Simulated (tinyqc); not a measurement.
What each parameter does: heterojunction of two tight-binding chains.

Left chain: hopping -t1, sites at 2 t1 (band bottom 0). Right chain: hopping -t2, sites at dE + 2 t2 (bottom dE). t = c/(m a^2), c = hbar^2/2m0. The bond across the interface is -tc with tc = f sqrt(t1 t2), and the last left site has the extra energy U. In a chain E = bottom + 2t (1 - cos(ka)); the surface Green function of a half chain is g = -exp(ika)/t, with Im k > 0 where cos(ka) > 1.

Constants: hbar^2/2m0 = 3.80998211 eV angstrom^2.

Values chosen for the exercise (masses and offset of the size met at InGaAs / InP; the results hold for these values, not for the real material):

| symbol | value | unit | meaning |
|---|---|---|---|
| a | 5 | angstrom | site spacing |
| m1 | 0.042 | m0 | mass on the left |
| m2 | 0.075 | m0 | mass on the right |
| dE | 0.22 | eV | band offset |
| f | 1 |  | factor on the interface hopping |
| U | -0.93 | eV | extra energy on the last left site |
| E | 0.271 | eV | electron energy |

T = 4 Im(S1) Im(S2) |G|^2 with G = 1/(E - 2 t1 - U - S1 - S2), S1 = -t1 exp(i k1 a), S2 = -(tc^2/t2) exp(i k2 a).

Results for these values:

| case | T | k1 a | k2 a |
|---|---|---|---|
| base | 0.6509 | 0.2741 | 0.1586 |

What happens to each result for dE = 0.17 eV, all else kept?

Answer: T rises from 0.6509 to 0.7627; k1 a does not change at the printed digits; k2 a rises from 0.1586 to 0.2234.

The same for each parameter in turn:

| case | T | k1 a | k2 a |
|---|---|---|---|
| base | 0.6509 | 0.2741 | 0.1586 |
| m1 = 0.0504 m0 | 0.5816 | 0.3005 | 0.1586 |
| m2 = 0.09 m0 | 0.6823 | 0.2741 | 0.1738 |
| dE = 0.17 eV | 0.7627 | 0.2741 | 0.2234 |
| f = 0.9 | 0.8262 | 0.2741 | 0.1586 |
| U = -0.73 eV | 0.7283 | 0.2741 | 0.1586 |
| a = 4 angstrom | 0.7303 | 0.2191 | 0.1268 |

Run: tinyqc, `OMP_NUM_THREADS=1 python tinyqc.py 1451729 1451730 out.jsonl`; Intel(R) Xeon(R) Processor @ 2.30GHz, one thread, shared host; about 0.01 s of CPU time with all checks.
